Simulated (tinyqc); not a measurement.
Eight-band Kane k.p model: sweeps and comparisons. A value that a table varies takes the place of the one given here.

Eight-band Kane model, basis S, X, Y, Z times spin, zero of energy at the top of the unstrained valence band, c = hbar^2/2m0. Within each spin: H_SS = Eg + A c k^2, H_SX = i P kx (likewise Y, Z), H_XX = -Dso/3 + L kx^2 + M (ky^2 + kz^2), H_XY = N kx ky, and cyclic. Spin-orbit term (Dso/3) L.sigma on X, Y, Z with (L_k)_ij = -i epsilon_kij: <X+|H|Y+> = -i Dso/3, <X+|H|Z-> = Dso/3, <Y+|H|Z-> = -i Dso/3, <Z+|H|X-> = -Dso/3, <Z+|H|Y-> = i Dso/3, <X-|H|Y-> = i Dso/3, and their conjugates; + and - are the spin along z. Terms from inversion asymmetry are left out, so every level is twofold.

P = sqrt(Ep c); A = 1/me - Ep (Eg + 2 Dso/3)/(Eg (Eg + Dso)) keeps the electron mass; g1' = g1 - Ep/(3 Eg), g2' = g2 - Ep/(6 Eg), g3' = g3 - Ep/(6 Eg) remove the coupling to S that the Luttinger values already hold; L = -c (g1' + 4 g2'), M = -c (g1' - 2 g2'), N = -6 c g3'.

Constants: hbar^2/2m0 = 3.80998211 eV angstrom^2.

Values chosen for the exercise (near those of CdTe; the results hold for these values, not for the real material): Eg = 1.57 eV (gap at Gamma to the s-like level); Dso = 0.943 eV (spin-orbit splitting); Ep = 19.3 eV (Kane energy); me = 0.0977 m0 (electron mass at Gamma); g1 = 5.24 (Luttinger gamma1); g2 = 1.69 (gamma2); g3 = 1.99 (gamma3); kmax = 0.05 1/angstrom (end of the path).

## Non-parabolicity of the conduction band

Unstrained, along [110], six points up to kmax. Parabolic: E = c k^2/me. Two-band form: E (1 + alpha E) = c k^2/me with alpha = (1 - me)^2/Eg. The column alpha(k) solves that form for alpha with the eight-band energy. Energies from the conduction edge.

Energies:
```
|k| (1/angstrom)  parabolic (eV)  two-band (eV)  eight-band (eV)  alpha(k) (1/eV)  parabolic / eight-band
0.0083                    0.0027         0.0027           0.0027            0.648                   1.002
0.0167                    0.0108         0.0108           0.0108            0.648                   1.007
0.0250                    0.0244         0.0241           0.0240            0.648                   1.016
0.0333                    0.0433         0.0424           0.0422            0.649                   1.027
0.0417                    0.0677         0.0655           0.0650            0.650                   1.042
0.0500                    0.0975         0.0930           0.0920            0.650                   1.060
```

alpha = 0.519 1/eV

At the last point the parabola lies a factor 1.06 above the eight-band value, and the two-band form 1.0 meV above it. The parabola stays within 5 % up to |k| = 0.0417 1/angstrom of the points listed. alpha(k) goes from 0.648 to 0.650 1/eV, a spread of 0.4 % over this range; the simple rule gives 0.519, 20 % below the first value, as it knows neither Dso nor the remote terms.

## Four, six or eight bands for the holes

Unstrained, along [111]. Six bands: the X, Y, Z block alone with the full g1, g2, g3 in L, M, N. Four bands: the same with Dso sent to infinity. HH, LH and SO name the pairs from the top.

Valence levels (eV):
```
|k| (1/angstrom)     HH 4     HH 6     HH 8     LH 4     LH 6     LH 8     SO 6     SO 8
0.0083            -0.0003  -0.0003  -0.0003  -0.0024  -0.0024  -0.0024  -0.9444  -0.9440
0.0167            -0.0013  -0.0013  -0.0013  -0.0098  -0.0097  -0.0097  -0.9486  -0.9469
0.0250            -0.0030  -0.0030  -0.0030  -0.0220  -0.0218  -0.0215  -0.9557  -0.9519
0.0333            -0.0053  -0.0053  -0.0053  -0.0390  -0.0384  -0.0377  -0.9658  -0.9588
0.0417            -0.0083  -0.0083  -0.0083  -0.0610  -0.0595  -0.0578  -0.9792  -0.9679
0.0500            -0.0120  -0.0120  -0.0120  -0.0878  -0.0847  -0.0813  -0.9961  -0.9791
```

At |k| = 0.0500 the heavy holes of the three models span 0.0 meV and the light holes 6.5 meV. The split-off band moves the light hole by +3.2 meV and treating the conduction band exactly moves it by +3.3 meV more; the two matter about equally here, where the four-band light-hole energy is 0.09 times Dso and 0.06 times Eg.

## Far from Gamma

Pairs 3 and 4 along [100] out to 3.2 1/angstrom, beyond the zone edge but about the reach pi/h of a grid with h = 1 angstrom, with Ep as given and with Ep rescaled so that A = 1: Ep = (1/me - 1) Eg (Eg + Dso)/(Eg + 2 Dso/3). Crossings of E = Eg/2 are found on a scan of 320 points from 0.05 to 3.2 and refined by bisection.

Levels (eV):
```
kx (1/angstrom)   pair 3  pair 4  pair 3, rescaled  pair 4, rescaled
0.0                0.000   1.570             0.000             1.570
0.4               -1.134   4.072            -1.134             4.100
0.8               -4.535   7.219            -4.535             7.559
1.2              -10.205  10.381           -10.205            11.634
1.6              -14.510  13.574           -18.142            16.547
2.0              -19.031  16.838           -27.814            22.451
2.4              -23.931  20.212           -37.878            29.435
2.8              -29.253  23.734           -49.538            37.551
3.2              -35.030  27.435           -62.890            46.832
```

A (a pure number) and L (eV angstrom^2) as given: -0.520  1.116

rescaled Ep = 16.57 eV

A and L rescaled: 1.000  -5.503

Crossings of mid-gap:
```
set       number  first kx (1/angstrom)
as given       0                      -
rescaled       0                      -
```

Is the parameter set safe for a calculation on a fine real-space grid?

Along this line and up to 3.2 1/angstrom, yes: no level crosses the middle of the gap; but A < 0 or L > 0 bends a band towards the gap, so this scan alone does not clear the set: other directions, such as [110] and [111], should be scanned too, and interfaces can still cause trouble. At large kx the S and X states dominate and (A c k^2)(L k^2) - P^2 k^2 must vanish for a state in the gap, which needs A L > 0, near k = P/sqrt(A c L); here A = -0.520 and L = 1.116 have opposite signs. In the rerun with Ep = 16.57 eV, A = 1.000 and L = -5.503 have opposite signs, and no level crosses. Electron, heavy- and light-hole masses at Gamma are the same for both sets.

## What each parameter does

Unstrained; levels at |k| = kmax along [110], all derived values formed anew. Each row changes one parameter from the base and keeps the others.

Results:
```
case             conduction (eV)  heavy hole (eV)  light hole (eV)  split-off (eV)
base                      1.6620          -0.0133          -0.0803         -0.9790
Eg = 1.413 eV             1.5046          -0.0133          -0.0801         -0.9761
Dso = 1.0373 eV           1.6620          -0.0133          -0.0805         -1.0723
Ep = 21.23 eV             1.6621          -0.0133          -0.0804         -0.9775
me = 0.0879 m0            1.6723          -0.0133          -0.0798         -0.9789
g1 = 4.716                1.6622          -0.0083          -0.0755         -0.9740
g2 = 1.521                1.6621          -0.0140          -0.0798         -0.9789
g3 = 2.189                1.6617          -0.0103          -0.0827         -0.9793
```

The largest shifts from the base row, up to three for each result and ties (the steps differ in size, so this ranks the rows, not the parameters). conduction (eV): Eg -0.1573, me +0.0103, g3 -0.0003, g1 +0.0003; unchanged at the printed digits by Dso. heavy hole (eV): g1 +0.0050, g3 +0.0030, g2 -0.0006; unchanged at the printed digits by Eg, Dso, Ep and me. light hole (eV): g1 +0.0048, g3 -0.0025, g2 +0.0005. split-off (eV): Dso -0.0933, g1 +0.0049, Eg +0.0028.

Computed by tinyqc, a small Python program: `OMP_NUM_THREADS=1 python tinyqc.py 1080244 1080245 out.jsonl` (the numbers bound the seed that draws the inputs); one thread of a shared host (Intel(R) Xeon(R) Processor @ 2.30GHz), about 0.08 s for the whole set of steps.
